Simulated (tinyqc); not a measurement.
Ion implantation: universal nuclear stopping, Lindhard-Scharff electronic stopping and a Gaussian range profile: one step, computed by the program tinyqc.

An ion slows by elastic collisions with screened nuclei and by friction with electrons; channelling is ignored and the target is uniform.

Question. Stopping at the entry energy. Reduced energy eps = 32.53 M2 E/(Z1 Z2 (M1 + M2)(Z1^0.23 + Z2^0.23)), E in keV; s_n = ln(1 + 1.1383 eps)/(2 (eps + 0.01321 eps^0.21226 + 0.19593 eps^0.5)) for eps up to 30 and ln(eps)/(2 eps) above; S_n = 8.462 Z1 Z2 M1 s_n/((M1 + M2)(Z1^0.23 + Z2^0.23)) in 1e-15 eV cm^2. S_e = k 3.83 Z1^(7/6) Z2/(Z1^(2/3) + Z2^(2/3))^(3/2) sqrt(E/M1) in 1e-15 eV cm^2, E in keV. dE/dx = N (S_n + S_e); 1e-15 eV cm^2 = 0.1 eV nm^2.

Inputs (values chosen for the exercise, modelled on germanium ions in copper):

| quantity | value | unit |
|---|---|---|
| ion atomic number Z1 | 32 | - |
| ion mass M1 | 74 | u |
| target atomic number Z2 | 29 | - |
| target mass M2 | 63.55 | u |
| target density N | 84.9 | 1/nm^3 |
| ion energy E | 38 | keV |
| scale factor of electronic stopping k | 1.2 | - |

Give: reduced energy eps; s_n; S_n; S_e; energy loss dE/dx.

Answer.

reduced energy eps = 0.14023

s_n = 0.33309

S_n = 320.65 x 1e-15 eV cm^2

S_e = 63.153 x 1e-15 eV cm^2

energy loss dE/dx = 3258.5 eV/nm

Nuclear stopping carries 84 % of the loss at entry.
